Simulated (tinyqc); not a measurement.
# Worked calculation: metal gate on a two-layer dielectric stack with fixed charge and a dipole

Program tinyqc, `OMP_NUM_THREADS=1 python tinyqc.py 2010066 2010067 out.jsonl`; Intel Xeon 2.30GHz, shared host, one thread, about 0.01 s. Printed values are rounded.

Gate, layer 2, layer 1, p-type semiconductor; x runs from the gate inwards. Charges are counted in units of +q. psi is the band bending at the surface, positive towards inversion. Classical charge, Boltzmann statistics, no interface traps.

Parameters, values chosen for the exercise; band and dielectric values close to those of In0.53Ga0.47As, layer 1 close to silicon dioxide, layer 2 close to hafnium oxide:

| symbol | value | unit | meaning |
|---|---|---|---|
| T | 300 | K | temperature |
| Eg | 0.735 | eV | band gap |
| eps_r | 14 |  | relative permittivity |
| Nc | 2.08e17 | cm^-3 | conduction-band density of states at T |
| Nv | 7.68e18 | cm^-3 | valence-band density of states at T |
| chi | 4.51 | eV | electron affinity |
| Na | 2.6e16 | cm^-3 | acceptor density |
| pM | 4.89 | eV | work function of the gate metal |
| t1 | 1.1 | nm | thickness of layer 1, next to the semiconductor |
| e1 | 4.02 |  | relative permittivity of layer 1 |
| t2 | 6 | nm | thickness of layer 2, next to the gate |
| e2 | 21.5 |  | relative permittivity of layer 2 |
| Q1 | 9.9e10 | cm^-2 | fixed charge at the semiconductor interface |
| Q2 | 2e12 | cm^-2 | fixed charge between the layers |
| r1 | 0 | cm^-3 | uniform charge density in layer 1 |
| r2 | 0 | cm^-3 | uniform charge density in layer 2 |
| Vd | 0 | V | flat-band shift by a dipole layer between the layers |
| ps | 0.359 | V | band bending psi of the working point |

Constants: q = 1.602176634e-19 C, kB = 1.380649e-23 J/K, Vt = kB T/q, eps0 = 8.8541878128e-14 F/cm where lengths are in cm. Results are converted to the units shown.

## Equivalent thickness and work-function difference

EOT = 3.9 (t1/e1 + t2/e2), Cox = eps0/(t1/e1 + t2/e2); phi_ms = pM - (chi + Eg - Vt ln(Nv/Na)).

EOT = 2.155536 nm
Cox = 1.601983 uF/cm^2
share of layer 1 in the EOT = 49.50806 %
phi_ms = -0.2079466 V

## Flat-band voltage, term by term

EOT = 3.9 (t1/e1 + t2/e2), Cox = eps0/(t1/e1 + t2/e2); phi_ms = pM - (chi + Eg - Vt ln(Nv/Na)). Vfb = phi_ms + Vd - (q/eps0) [Q1 (t1/e1 + t2/e2) + Q2 t2/e2 + r1 (t1^2/(2 e1) + t1 t2/e2) + r2 t2^2/(2 e2)]: each charge counts with its electrical distance from the gate.

terms (V): phi_ms -0.2079466, dipole 0.0000000, Q1 -0.0099012, Q2 -0.1009961, r1 0.0000000, r2 0.0000000
Vfb = -0.3188439 V

Apart from phi_ms the largest term is that of Q2, -101 mV; all charges and the dipole together move Vfb by -111 mV.

## Threshold voltage

ni = sqrt(Nc Nv) exp(-Eg/(2 Vt)), Eg in volts, pB = Vt ln(Na/ni), Vth = Vfb + 2 pB + sqrt(4 q eps0 eps_r Na pB)/Cox.

ni = 8.471962e11 cm^-3
pB = 0.2670945 V
depletion charge = 0.07427500 uC/cm^2
Vth = 0.2617094 V

## Charge in the semiconductor

ni = sqrt(Nc Nv) exp(-Eg/(2 Vt)), Eg in volts. Qs = -sign(psi) sqrt(2 q eps0 eps_r Na Vt [exp(-u) + u - 1 + (ni/Na)^2 (exp(u) - u - 1)]), u = psi/Vt.

Qs = -0.05865879 uC/cm^2

The surface is depleted or weakly inverted.

## Fields and voltage drops

Gauss: D = -Qs just inside the semiconductor; going towards the gate subtract q Q1, then q r1 t1, q Q2 and q r2 t2. Field = D/(eps0 e); the drop over a layer is its mean field times its thickness; Vg = phi_ms + Vd + psi + both drops.

```
place                        D (uC/cm^2)  field (MV/cm)
layer 2, gate side            -0.2776381     -0.1458451
layer 2, inner side           -0.2776381     -0.1458451
layer 1, outer side            0.0427972      0.1202378
layer 1, semiconductor side    0.0427972      0.1202378
semiconductor surface          0.0586588      0.0473213
```

drop over layer 2 = -0.08750706 V
drop over layer 1 = 0.01322616 V
Vg = 0.07677246 V

The same Vg follows from Vfb + psi - Qs/Cox. The largest field, 0.146 MV/cm in size, is at: layer 2, gate side.
